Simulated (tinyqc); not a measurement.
Inputs raised by 5 %, one at a time: speciation in dilute and buffered hydrofluoric acid, oxide etch rate and bath loading. Computed by tinyqc, a small Python program. Command: `OMP_NUM_THREADS=1 python tinyqc.py 3121286 3121287 out.jsonl hfetch sens`. One thread of a shared host (Intel(R) Xeon(R) Processor @ 2.30GHz), about 0.01 s of CPU time with the checks.

Concentrations stand for activities, NH4+ and Cl- are spectators, and water ionisation is neglected. H, F and HF2 denote the ions H+, F- and HF2-. The base temperature is 298 K.

Inputs (values chosen for the exercise, of the order of those for thermal oxide at room temperature):
```
quantity                            value            unit
HF added                              0.4           mol/L
NH4F added                           0.54           mol/L
HCl added                               0           mol/L
K1 = [H][F]/[HF]                 0.000723           mol/L
K2 = [HF2]/([HF][F])                 3.55           L/mol
K3 = [H2F2]/[HF]^2                   2.51           L/mol
rate constant of neutral HF k_a       8.5  nm L/(min mol)
rate constant of HF2 k_b               51  nm L/(min mol)
activation energy                    0.39              eV
temperature error                     2.6               K
oxide removed per wafer               1.8              nm
```

Constants: k_B = 8.617333262e-05 eV/K.

Method:
- Fluoride balance: [HF] + [F] + 2 [HF2] + 2 [H2F2] = HF added + NH4F added. Acid balance: [H] + [HF] + [HF2] + 2 [H2F2] = HF added + HCl added. For a trial [H], [HF] = [H][F]/K1, and the fluoride balance is a quadratic in [F].
- The root is refined to 1e-13 in pH = -log10 [H].
- Rate = k_a ([HF] + 2 [H2F2]) + k_b [HF2], an empirical two-term form.
- Time = oxide/rate; a temperature error changes the rate by exp((E_a/k_B)(1/298 - 1/(298 + error))) - 1.

Runs:
```
input moved                                           from          to  etch rate (nm/min)  [HF2] (mol/L)  share of HF2 in the rate (%)
base run                                                 -           -              10.816        0.17455                        82.304
HF added (mol/L)                                       0.4        0.42              11.213        0.17988                        81.819
NH4F added (mol/L)                                    0.54       0.567              11.082        0.18079                        83.205
K1 = [H][F]/[HF] (mol/L)                          0.000723  0.00075915              10.816        0.17455                        82.304
K2 = [HF2]/([HF][F]) (L/mol)                          3.55      3.7275              10.995        0.17875                        82.916
K3 = [H2F2]/[HF]^2 (L/mol)                            2.51      2.6355              10.764        0.17333                        82.122
rate constant of neutral HF k_a (nm L/(min mol))       8.5       8.925              10.912        0.17455                        81.582
rate constant of HF2 k_b (nm L/(min mol))               51       53.55              11.261        0.17455                        83.003
```

Exponents ln(y'/y) / ln(x'/x):
```
input                            etch rate   [HF2]  share of HF2 in the rate
HF added                             0.738   0.617                    -0.121
NH4F added                           0.497   0.720                     0.223
K1 = [H][F]/[HF]                     0.000   0.000                     0.000
K2 = [HF2]/([HF][F])                 0.336   0.488                     0.152
K3 = [H2F2]/[HF]^2                  -0.098  -0.143                    -0.045
rate constant of neutral HF k_a      0.181   0.000                    -0.181
rate constant of HF2 k_b             0.827   0.000                     0.173
```

Which inputs matter most for each result?

Among the inputs moved here: etch rate answers most in size to rate constant of HF2 k_b (exponent +0.827), next to HF added (+0.738); its exponent is below 0.0005 for K1 = [H][F]/[HF]. [HF2] answers most in size to NH4F added (exponent +0.720), next to HF added (+0.617); its exponent is below 0.0005 for K1 = [H][F]/[HF], rate constant of neutral HF k_a, rate constant of HF2 k_b. Share of HF2 in the rate answers most in size to NH4F added (exponent +0.223), next to rate constant of neutral HF k_a (-0.181); its exponent is below 0.0005 for K1 = [H][F]/[HF].

Caution (all rows): at ionic strengths above about 0.5 mol/L activities differ much from concentrations, so pH and rates are only indicative.
